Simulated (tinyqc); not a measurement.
Frequency dispersion of an accumulation capacitance by border traps, distributed model: one step of the calculation.

Traps spread evenly through the insulator exchange electrons with the semiconductor by tunnelling, with tau(x) = t0 exp(2 ka x) at depth x from the interface. The admittance per area Y seen at depth x obeys dY/dx = -Y^2/(i w eps0 eox) + q Nb ln(1 + i w tau)/tau, with Y(0) = i w Cs and w = 2 pi f; the gate sees Y(tox) = G + i w C. Working variable y = Y/(i w), in uF/cm^2. Cox = eps0 eox/tox.

Problem. Midpoint steps through the active depth. In terms of y: dy/dx = -y^2/(eps0 eox) + s(x), s = q Nb ln(1 + z)/z, z = i w tau. 10 midpoint steps of h = xe/10: y_half = y + (h/2) y'(x, y), y(new) = y + h y'(x + h/2, y_half).

Inputs (values chosen for the exercise); permittivity close to that of aluminium oxide:

| symbol | value | unit | meaning |
|---|---|---|---|
| eox | 8.8 |  | relative permittivity of the insulator |
| Cs | 0.81 | uF/cm^2 | semiconductor capacitance in accumulation |
| Nb | 1e20 | cm^-3 eV^-1 | density of border traps |
| ka | 3.1 | 1/nm | decay constant of the wave function in the insulator |
| t0 | 2e-10 | s | time constant of a trap at the interface |
| f | 100 | Hz | frequency |
| xe | 3.4 | nm | depth down to which the steps are taken |

Constants: q = 1.602176634e-19 C, eps0 = 8.8541878128e-14 F/cm where lengths are in cm. Results are converted to the units shown.

Find: x; s; y.

Solution.

x, point 0 to 10 (nm): [0, 0.34000, 0.68000, 1.0200, 1.3600, 1.7000, 2.0400, 2.3800, 2.7200, 3.0600, 3.4000]
s, point 0 to 10 (uF/(cm^2 nm)): [1.6022+0.0000i, 1.6022+0.0000i, 1.6022+0.0000i, 1.6022-0.0001i, 1.6022-0.0005i, 1.6022-0.0038i, 1.6014-0.0313i, 1.5501-0.2453i, 0.7317-0.6295i, 0.1120-0.2265i, 0.0140-0.0463i]
y, point 0 to 10 (uF/cm^2): [0.8100+0.0000i, 1.3050+0.0000i, 1.7462+0.0000i, 2.1247+0.0000i, 2.4389-0.0001i, 2.6928-0.0005i, 2.8937-0.0039i, 3.0478-0.0320i, 3.0662-0.1951i, 2.7836-0.2691i, 2.4974-0.2419i]

tinyqc, about 0.7 s, one thread, Intel Xeon 2.30GHz (shared host): `OMP_NUM_THREADS=1 python tinyqc.py 2202035 2202036 out.jsonl`
